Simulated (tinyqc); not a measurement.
Worked calculation: band edges of strained Si(1-x)Ge(x) on relaxed Si(1-y)Ge(y). Values are carried at full precision from step to step, so a last printed digit may differ when a step is redone from the rounded ones.

Values are linear in the Ge fraction but for ED(x) = linear - CD x (1 - x) and a(x) = linear - Ca x (1 - x). Energies are on the common scale of Ev.

Inputs chosen for the exercise (end members near Si and Ge, in this order; shifted at random, so the results belong to these values and not to a real crystal):
- a = (5.436, 5.659) angstrom (lattice constant)
- Dso = (0.044, 0.286) eV (spin-orbit splitting)
- av = (2.46, 1.25) eV (valence hydrostatic potential)
- b = (-2.11, -2.56) eV (tetragonal shear potential)
- d = (-4.74, -5.37) eV (trigonal shear potential)
- C11 = (165.3, 130.2) GPa
- C12 = (63.7, 47.8) GPa
- C44 = (79.7, 66.1) GPa
- Ev = (0, 0.64) eV (top of the unstrained valence band)
- ED = (1.17, 0.923) eV (gap to the Delta valleys)
- EL = (2.046, 0.75) eV (gap to the L valleys)
- aD = (1.62, 1.2) eV (hydrostatic potential of the Delta gap)
- aL = (-3.04, -2.91) eV (hydrostatic potential of the L gap)
- XuD = (9.39, 9.16) eV (uniaxial potential, Delta)
- XuL = (16.04, 15.02) eV (uniaxial potential, L)
- CD = 0.193 eV (bowing of the Delta gap)
- Ca = 0.024 angstrom (bowing of the lattice constant)
- x = 0.38 (Ge fraction of the layer)
- y = 0 (Ge fraction of the relaxed buffer)
- face = 001 (growth face)

## Values of the layer and the buffer

Interpolate at x and at y.

Interpolated values (a in angstrom, C11, C12, C44 in GPa, all else in eV):
```
symbol     layer    buffer
a         5.5151    5.4360
Dso       0.1360    0.0440
av        2.0002    2.4600
b        -2.2810   -2.1100
d        -4.9794   -4.7400
C11     151.9620  165.3000
C12      57.6580   63.7000
C44      74.5320   79.7000
Ev        0.2432    0.0000
ED        1.0307    1.1700
EL        1.5535    2.0460
aD        1.4604    1.6200
aL       -2.9906   -3.0400
XuD       9.3026    9.3900
XuL      15.6524   16.0400
```

## Strain of the layer on a (001) buffer

Coherent growth on a (001) face: e_par = (a(y) - a(x))/a(x), e_perp = -2 (C12/C11) e_par; exx = eyy = e_par, ezz = e_perp, no shear.

Use the elastic constants of the layer.

e_par = -0.014340
e_perp = 0.010882

strain tensor in the cubic axes:
```
           x          y         z
x  -0.014340   0.000000  0.000000
y   0.000000  -0.014340  0.000000
z   0.000000   0.000000  0.010882
```

The layer is under compression in the plane; its volume changes by -1.780 %.

## Conduction valleys of the layer

A valley with unit axis u lies at Ev + gap + (av + a_valley) tr(e) + Xu (u.e.u - tr(e)/3); the Delta axes are x, y, z and the L axes [111], [1-1-1], [-11-1], [-1-11]. The second-order shift of the Delta valleys under shear is left out; it lowers the pair normal to the sheared plane by tens of meV at a shear of 1 %.

Give the hydrostatic shifts, the uniaxial shifts and the edges.

hydrostatic shifts of Delta and L (eV): -0.0616  0.0176

uniaxial shifts (eV): Delta x -0.0782, Delta y -0.0782, Delta z 0.1564, L [111] 0.0000, L [1-1-1] 0.0000, L [-11-1] 0.0000, L [-1-11] 0.0000

valley edges (eV): Delta x 1.1341, Delta y 1.1341, Delta z 1.3687, L [111] 1.8143, L [1-1-1] 1.8143, L [-11-1] 1.8143, L [-1-11] 1.8143

The lowest set is Delta4 (the digit counts whole valleys) at 1.1341 eV; the Delta valleys spread over 235 meV and the L valleys over 0 meV.

## Valence edges of the layer

Valence edges: Ev plus the levels of the 6 x 6 matrix of X, Y, Z times spin with -Dso/3 + l exx + m (eyy + ezz) on the diagonal (cyclic), n exy off it, l = av + 2 b, m = av - b, n = sqrt(3) d. Spin-orbit term (Dso/3) L.sigma on X, Y, Z with (L_k)_ij = -i epsilon_kij: <X+|H|Y+> = -i Dso/3, <X+|H|Z-> = Dso/3, <Y+|H|Z-> = -i Dso/3, <Z+|H|X-> = -Dso/3, <Z+|H|Y-> = i Dso/3, <X-|H|Y-> = i Dso/3, and their conjugates; + and - are the spin along z.

Give the strain block and the three twofold edges.

strain block (eV), lower triangle:
```
        X       Y        Z
X  0.0219
Y       0  0.0219
Z       0       0  -0.1507
```

edges from the top (eV): 0.2651  0.2012  0.0205

The top two edges are split by 64 meV.

## Gap and offsets against the buffer

Buffer: Ev(y) and Ec = Ev(y) + min(ED, EL). dEc = Ec(buffer) - Ec(layer), dEv = Ev(layer) - Ev(buffer); positive values confine the carrier in the layer; type I if both have one sign.

gap of the strained layer = 0.8689 eV
gap of the buffer = 1.1700 eV
dEc = 0.0359 eV
dEv = 0.2651 eV

Type I: electrons collect in the layer (36 meV) and holes in the layer (265 meV). The relaxed layer would have a gap of 1.031 eV, so strain has moved it by -162 meV. An offset this small is within the spread of published parameter sets, so the type is not settled by this model.

## Checks

- Mean of the three Delta edges against the hydrostatic shift alone (eV): both 1.21228.

Program tinyqc; command `OMP_NUM_THREADS=1 python tinyqc.py 1050609 1050610 out.jsonl`; about 0.03 s on one thread of a shared Intel(R) Xeon(R) Processor @ 2.30GHz.
